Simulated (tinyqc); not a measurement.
Quasi-harmonic thermal expansion with mode Grueneisen parameters: one step, computed by the program tinyqc.

A crystal with two atoms a cell; per atom there are 1 transverse acoustic (TA), 1/2 longitudinal acoustic (LA) and 3/2 optical (O) modes. Every frequency of group i scales as nu_i (V/V0)^(-gamma_i). Each group has one frequency. Static energy: E = (9 V0 B0/16) [y^3 B' + y^2 (2 - 4 y)], y = (V0/V)^(2/3) - 1, with pressure P_s = (3 B0/2) (z^7 - z^5) [1 + (3/4)(B' - 4)(z^2 - 1)], z = (V0/V)^(1/3).

Task: Grueneisen's estimate. gamma_th = sum gamma_i C_i / sum C_i; volume expansion coefficient alpha_V = gamma_th C k_B/(B0 V0); linear coefficient alpha_V/3; first-order volume change P_ph/B0.

Inputs (values chosen for the exercise, modelled on magnesium oxide): static volume V0 = 9.34 angstrom^3/atom; static bulk modulus B0 = 165 GPa; temperature T = 800 K.

Acoustic groups: Einstein.

Groups:
```
group  h nu_i/(k_B T)  U_i (meV)  C_i (k_B)  gamma_i C_i (k_B)
TA          0.4991213   70.36394  0.9794959           1.175395
LA          0.8158713   36.36048  0.4731640          0.7097460
O           0.8938590   110.2031   1.403994           2.527189
```

phonon pressure at V0 = 5.786758 GPa

Constants: k_B = 8.617333262e-05 eV/K; 1 eV/angstrom^3 = 160.2176634 GPa.

Give: heat capacity C at V0; gamma_th at V0; linear expansion, Grueneisen estimate; first-order volume change.

Result:

heat capacity C at V0 = 2.857 k_B/atom

gamma_th at V0 = 1.545

linear expansion, Grueneisen estimate = 13.18 ppm/K

first-order volume change = 3.507 %
